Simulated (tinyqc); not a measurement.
Inside a calculation: six-band hole subbands of a thin body in a field. Values are carried at full precision from step to step, so a last printed digit may differ when a step is redone from the rounded ones.

Constants: hbar^2/2m0 = 3.80998211 eV angstrom^2.

Parameters, chosen for this exercise (near those of a p-type Si channel; shifted at random, so the results belong to these values and not to a real crystal):

| symbol | value | unit | meaning |
|---|---|---|---|
| S | (7.83, -2.11, 12.76) | 1/TPa | compliances s11, s12, s44 |
| sx | 1 | GPa | stress along the channel [1-10], negative in compression |
| b | -2.1 | eV | tetragonal potential |
| d | -4.81 | eV | trigonal potential |
| g1 | 4.3 |  | Luttinger gamma1 |
| g2 | 0.34 |  | gamma2 |
| g3 | 1.44 |  | gamma3 |
| face | 001 |  | surface |
| Dso | 0.044 | eV | spin-orbit splitting |
| t | 95 | angstrom | body thickness |
| F | 0.2 | MV/cm | field across the body |
| kmax | 0.06 | 1/angstrom | end of the path |

## Strain and its block

exx = eyy = (s11 + s12) sx/2, ezz = s12 sx, exy = -s44 sx/4 (1 GPa/TPa = 1e-3). With e0 the traceless part, B_XX = 2b e0xx - b (e0yy + e0zz) and B_XY = sqrt(3) d exy.

strain, lower triangle:
```
           x         y          z
x   0.002860
y  -0.003190  0.002860
z          0         0  -0.002110
```

B (eV), lower triangle:
```
          X         Y        Z
X  -0.01044
Y   0.02658  -0.01044
Z         0         0  0.02087
```

## Confinement masses without spin-orbit coupling

C(n n^T)/c has C_XX = (g1 + 4 g2) nx^2 + (g1 - 2 g2)(ny^2 + nz^2) and C_XY = 6 g3 nx ny, n the unit normal; its eigenvalues are the inverse masses along n.

C(n n^T)/c, lower triangle:
```
        X       Y       Z
X  3.6200
Y       0  3.6200
Z       0       0  5.6600
```

masses (m0): 0.2762  0.2762  0.1767

## The matrix for one sine at q = 0

Basis X, Y, Z times spin, hole energies counted downwards from the unstrained edge (the hydrostatic shift is left out), c = hbar^2/2m0. For a symmetric tensor T let C(T) have C_XX = L Txx + M (Tyy + Tzz), C_XY = N Txy (cyclic), L = c (g1 + 4 g2), M = c (g1 - 2 g2), N = 6 c g3. k = q + kz n, n the unit normal, q = k1 u + k2 v with u along the channel [1-10] and v = n x u. H = C(k k^T) + (Dso/3)(1 - L.sigma) - B + e F z with (L_k)_ij = -i epsilon_kij; B is the block C built from the traceless strain with 2b, -b and sqrt(3) d in place of L, M, N. Strain: exx = eyy = (s11 + s12) sx/2, ezz = s12 sx, exy = -s44 sx/4. Hard walls at z = 0 and t; basis sin(j pi z/t), j = 1 to Nz: kz^2 = (j pi/t)^2, kz = -i D with D_jl = 4 j l/(t (j^2 - l^2)), z_jj = t/2 and z_jl = -8 t j l/(pi (j^2 - l^2))^2 for j + l odd; 1 MV/cm = 0.01 eV/angstrom.

Nz = 1, in meV.

H (meV), lower triangle (Hermitian):
```
               X+       Y+      Z+             X-      Y-      Z-
X+         135.19
Y+  -26.58-14.67i   135.19
Z+              0        0  112.38
X-              0        0   14.67         135.19
Y-              0        0  14.67i  -26.58+14.67i  135.19
Z-         -14.67  -14.67i       0              0       0  112.38
```

## Its levels

Diagonalise; the levels come in pairs. Give each pair and its weights on X, Y, Z, summed over spin and averaged over the pair.

levels (meV): 95.67  115.95  171.13

weights:
```
   pair 1  pair 2  pair 3
X   0.291   0.254   0.456
Y   0.291   0.254   0.456
Z   0.418   0.493   0.089
```

## More sines

The four lowest pairs at q = 0.

Hole energies (meV):

| Nz | pair 1 | pair 2 | pair 3 | pair 4 |
|---|---|---|---|---|
| 1 | 95.67 | 115.95 | 171.13 | - |
| 2 | 79.02 | 99.93 | 152.93 | 164.62 |
| 4 | 76.93 | 98.17 | 148.83 | 151.61 |
| 8 | 76.91 | 98.16 | 148.75 | 151.55 |
| 16 | 76.91 | 98.16 | 148.75 | 151.55 |

One sine is 18.76 meV off in the top subband, since the field mixes the sines. The second pair lies 21.2 meV deeper.

## Dispersion of the top subband

Nz = 14; the two lowest levels (spin-split where the field breaks inversion), in meV from their value at q = 0.

Energies (meV):

| \|q\| (1/angstrom) | u a | u b | v a | v b | [100] a | [100] b |
|---|---|---|---|---|---|---|
| 0.015 | 0.20 | 0.69 | 1.72 | 5.25 | 0.80 | 3.26 |
| 0.030 | 1.61 | 2.34 | 7.78 | 12.64 | 5.05 | 9.56 |
| 0.045 | 4.42 | 5.08 | 15.28 | 17.72 | 11.45 | 15.80 |
| 0.060 | 8.31 | 8.70 | 25.37 | 26.51 | 18.96 | 21.65 |

From the mean of each pair in the first row, c q^2/E gives 1.91 m0 along u, 0.25 m0 along v and 0.42 m0 along [100]. The largest distance between a and b in the table is 4.86 meV. These masses hold for the first row only: the band bends further out.

## Checks

- Top level at q = 0 on (001) without field and stress against c (g1 - 2 g2)(pi/t)^2, eV: both 0.01508.
- Hermiticity, and E(q) against E(-q): they agree to 1e-10 or better.

Program tinyqc; command `OMP_NUM_THREADS=1 python tinyqc.py 1251591 1251592 out.jsonl`; about 0.3 s on one thread of a shared Intel(R) Xeon(R) Processor @ 2.30GHz.
